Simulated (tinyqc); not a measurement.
On-chip interconnect, size-dependent resistivity and RC delay: two steps of the calculation.

A rectangular line between two neighbours and two ground planes. Surface and grain-boundary scattering are added to the bulk resistivity as corrections; capacitances are parallel-plate values without fringing; inductance is ignored.

Values chosen for this exercise; metal values close to those of copper:

| symbol | value | unit | meaning |
|---|---|---|---|
| rho0 | 1.66 | uohm cm | bulk resistivity |
| lam | 40.5 | nm | bulk mean free path |
| ps | 0 |  | specular share of surface scattering |
| Rg | 0.16 |  | reflection coefficient of grain boundaries |
| gr | 1 |  | grain size over the metal width |
| wd | 120 | nm | drawn line width |
| AR | 1.6 |  | aspect ratio, height over width |
| tl | 1.5 | nm | liner on both walls and the bottom, not conducting |
| sp | 140 | nm | space to the neighbouring lines |
| hd | 130 | nm | dielectric height to the planes above and below |
| ek | 2.5 |  | relative permittivity of the dielectric |
| Mf | 0 |  | Miller factor of the neighbours |
| Rd | 3000 | ohm | driver resistance |
| dt | 7 | ps | time step |

Constants: eps0 = 8.8541878128e-12 F/m. Results are converted to the units shown.

Task 1. Resistivity, resistance and capacitance per length. Metal width x = wd - 2 tl, height y = AR wd - tl; grain boundaries (Mayadas-Shatzkes): al = (lam/(gr x)) Rg/(1 - Rg), g = 1/[1 - 3 al/2 + 3 al^2 - 3 al^3 ln(1 + 1/al)] - 1; surfaces (Fuchs-Sondheimer, thick limit): s = (3/8) lam (1 - ps)(1/x + 1/y); rho = rho0 (1 + g + s); r = rho/(x y); c = eps0 ek (2 wd/hd + 2 Mf AR wd/sp).

Wanted: x; y; al; g; s; rho; r; c.

Result 1.

x = 117.0 nm
y = 190.5 nm
al = 0.06593
g = 0.09679
s = 0.2095
rho = 2.169 uohm cm
r = 0.9729 ohm/um
c = 0.04087 fF/um

Task 2. Node voltages after a time step. A 1 V step is applied behind Rd at t = 0. C dv/dt = -G v + b, with G the conductance matrix of the ladder (1/Rs between neighbours, 1/Rd added at node 0) and b = (1 V/Rd, 0, ...). Trapezoidal step: (C/dt + G/2) v(new) = (C/dt - G/2) v + b.

Rs = 82.698566 ohm

```
node     C (fF)  v at t = 1 dt (V)
0     1.7367830         0.18831503
1     3.4735660         0.14610167
2     3.4735660         0.11587944
3     3.4735660         0.09516791
4     6.6367830         0.08226718
```

Wanted: v at t = 2 dt.

Result 2.

v at t = 2 dt, node 0 to 4 (V): 0.22179  0.22155  0.21551  0.20814  0.20223

Numbers from tinyqc (`OMP_NUM_THREADS=1 python tinyqc.py 2100085 2100086 out.jsonl`; about 0.01 s on one thread of a shared Intel Xeon 2.30GHz).
